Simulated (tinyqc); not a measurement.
Worked calculation: Luttinger-Kohn k.p, four valence bands. One step of it, computed by the program tinyqc.

Question. Levels at k. Diagonalise the Hermitian matrix.

H(k) at k (eV), lower triangle (Hermitian):
```
                      3/2                  1/2                 -1/2      -3/2
3/2              0.035966
1/2    0.017381+0.005511i             0.028237
-1/2  -0.011474-0.010271i             0.000000             0.028237
-3/2             0.000000  -0.011474-0.010271i  -0.017381-0.005511i  0.035966
```

Give: eigenvalues.

Answer.

eigenvalues (eV): 0.0079  0.0079  0.0563  0.0563
